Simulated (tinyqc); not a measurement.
Sweep of a biaxial (111) strain: strain-driven crossing of the Gamma and L valleys in a germanium-like crystal alloyed with tin.

Biaxial loads: e0 is the in-plane strain e_par and the normal is free. (001): e_perp = -2 (C12/C11) e_par; exx = eyy = e_par, ezz = e_perp, no shear. (111): e_perp = -(2 C11 + 4 C12 - 4 C44)/(C11 + 2 C12 + 4 C44) e_par; exx = eyy = ezz = (2 e_par + e_perp)/3 and exy = eyz = ezx = (e_perp - e_par)/3. (110): e_perp = -(C11 + 3 C12 - 2 C44)/(C11 + C12 + 2 C44) e_par; exx = eyy = (e_par + e_perp)/2, ezz = e_par, exy = (e_perp - e_par)/2, eyz = ezx = 0. Uniaxial loads: a stress along n, scaled so that n.e.n = e0, with exx = s11 sxx + s12 (syy + szz), exy = s44 sxy/2, s11 = (C11 + C12)/((C11 - C12)(C11 + 2 C12)), s12 = -C12/((C11 - C12)(C11 + 2 C12)), s44 = 1/C44.

Edges from the unstrained valence top: Gamma at Eg + ac tr(e); an L valley with unit axis u at EgL + aL tr(e) + XuL (u.e.u - tr(e)/3), u along [111], [1-1-1], [-11-1], [-1-11]; valence edges are the levels of the 6 x 6 matrix of X, Y, Z times spin with -Dso/3 + l exx + m (eyy + ezz) on the diagonal (cyclic), n exy off it, l = av + 2 b, m = av - b, n = sqrt(3) d. Spin-orbit term (Dso/3) L.sigma on X, Y, Z with (L_k)_ij = -i epsilon_kij: <X+|H|Y+> = -i Dso/3, <X+|H|Z-> = Dso/3, <Y+|H|Z-> = -i Dso/3, <Z+|H|X-> = -Dso/3, <Z+|H|Y-> = i Dso/3, <X-|H|Y-> = i Dso/3, and their conjugates; + and - are the spin along z.

With tin the unstrained gaps become E(y) = (1 - y) E + y EgS - CS y (1 - y); all other values are kept.
Constants: kB = 8.617333262e-05 eV/K.

Parameters, chosen for this exercise (near those of Ge, gaps at low temperature; the results hold for these values, not for the real material):

| symbol | value | unit | meaning |
|---|---|---|---|
| Eg | 0.89 | eV | gap at Gamma to the s-like level |
| EgL | 0.741 | eV | gap to L |
| Dso | 0.291 | eV | spin-orbit splitting |
| ac | -8.29 | eV | conduction deformation potential |
| av | 1.26 | eV | valence hydrostatic potential |
| b | -2.56 | eV | tetragonal shear potential |
| d | -5.29 | eV | trigonal shear potential |
| aL | -1.74 | eV | hydrostatic potential of the L edge, Xd + Xu/3 |
| XuL | 16.32 | eV | uniaxial potential, L |
| y | 0.06 |  | tin fraction |
| EgS | (-0.388, 0.132) | eV | Gamma and L gaps of the tin end |
| CS | (2.88, 1.18) | eV | bowing of the Gamma and L gaps |
| C11 | 126.5 | GPa |  |
| C12 | 48.5 | GPa |  |
| C44 | 67.9 | GPa |  |
| load | biaxial (111) |  | kind of strain |
| mG | 0.039 | m0 | mass at Gamma |
| mL | 0.572 | m0 | density-of-states mass of the four L valleys together |
| T | 300 | K | temperature |

The valence splitting is the distance of the top two edges. Share in Gamma = mG^(3/2)/(mG^(3/2) + (mL^(3/2)/4) sum_i exp(-(E_Li - E_Gamma)/kT)).

Results:

| e0 (%) | direct gap (eV) | indirect gap (eV) | Gamma - L (meV) | valence splitting (meV) | share in Gamma (%) |
|---|---|---|---|---|---|
| -0.72 | 0.734 | 0.608 | 126 | 53 | 0.0181 |
| -0.27 | 0.682 | 0.627 | 55 | 21 | 0.267 |
| 0.17 | 0.617 | 0.597 | 20 | 14 | 1.79 |
| 0.62 | 0.524 | 0.486 | 38 | 55 | 1.60 |
| 1.51 | 0.330 | 0.258 | 73 | 146 | 0.426 |
| 1.95 | 0.232 | 0.141 | 90 | 194 | 0.218 |
| 2.40 | 0.129 | 0.021 | 108 | 244 | 0.110 |

Give the missing row, e0 (%) = 1.06.

Computed row:
```
e0 (%)  direct gap (eV)  indirect gap (eV)  Gamma - L (meV)  valence splitting (meV)  share in Gamma (%)
1.06              0.429              0.374               55                       99               0.844
```

The gap stays indirect over the sweep. This load splits the L valleys, and the lowest set changes where e0 changes sign, which bends the column Gamma - L. The direct gap goes from 0.734 to 0.129 eV; of that change -0.115 eV comes from the rise of the valence top through the shear terms and the rest from the volume. The share in Gamma goes from 0.0181 to 0.110 %, with a peak of 1.79 % at e0 = 0.17 % among these rows. Gaps near or below zero lie outside this linear model.

tinyqc: `OMP_NUM_THREADS=1 python tinyqc.py 1080888 1080889 out.jsonl`; about 0.01 s, one thread, shared Intel(R) Xeon(R) Processor @ 2.30GHz.
